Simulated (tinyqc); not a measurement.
Geometry optimisation on the RHF/sto-3g surface (energies and gradients from PySCF), for H2, spin multiplicity 1, step by step. One step of it, computed by the program tinyqc.

Task: Step 1: move. Quasi-Newton step p = -H^(-1) g (first H = 0.15 times the unit matrix); steps longer than 0.1 bohr are cut back (factor 0.220 here).

positions at the start (bohr):
```
           x         y         z
1H  0.000000  0.000000  0.000000
2H  0.000000  0.000000  1.443751
```

gradient (hartree/bohr):
```
             x           y            z
1H  0.00000000  0.00000000  -0.04813616
2H  0.00000000  0.00000000   0.04813616
```

Give: positions after step 1.

Result:

positions after step 1 (bohr):
```
        x      y      z
1H  0.000  0.000  0.071
2H  0.000  0.000  1.373
```
